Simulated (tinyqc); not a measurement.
From a target to a composition: alloy A(1-x)B(x) by interpolation with bowing. Two cases, with inputs chosen for the exercise.

Problem. An alloy A(1-x)B(x) has the gap E(x) = (1 - x) E_A + x E_B - C1 x (1 - x) at Gamma, C1 the first entry of C. Which x puts hc/E at the given wavelength, and what is the mismatch (a_sub - a(x))/a(x) to a substrate of A, with Vegard for a(x)?

Constants: hc = 1239.841984 eV nm.

Case 1.

Values chosen (out of a larger set: A near Si, B near Ge; not measured data): a = (5.424, 5.656) angstrom (lattice constant of A, B); Eg = (4.229, 0.892) eV (gap at Gamma to the s-like level of A, B); C = (0.198, 0.221, 0) eV (bowing of the Gamma, X and L gaps).

wavelength = 468.785 nm

Case 2.

Values chosen (out of a larger set: A near Si, B near Ge; not measured data): a = (5.428, 5.655) angstrom (lattice constant of A, B); Eg = (4.171, 0.893) eV (gap at Gamma to the s-like level of A, B); C = (0.195, 0.203, 0.05) eV (bowing of the Gamma, X and L gaps).

wavelength = 1117.211 nm

Find: target gap; x; mismatch.

Solution. Solve C1 x^2 + (E_B - E_A - C1) x + E_A - hc/wavelength = 0; the gap is monotonic in x because |E_B - E_A| > C1, so one root lies between 0 and 1. Whether Gamma is the lowest valley there, and whether such a mismatch can be grown coherently, are separate questions.

Case 1.

target gap = 2.6448 eV
x = 0.460
mismatch = -1.930 %

Case 2.

target gap = 1.1098 eV
x = 0.930
mismatch = -3.744 %

Computed by tinyqc, one run a case: `OMP_NUM_THREADS=1 python tinyqc.py N N+1 out.jsonl` with N = 1050780, 1050834; one thread of a shared Intel(R) Xeon(R) Processor @ 2.30GHz, about 0.01 s a run at most.
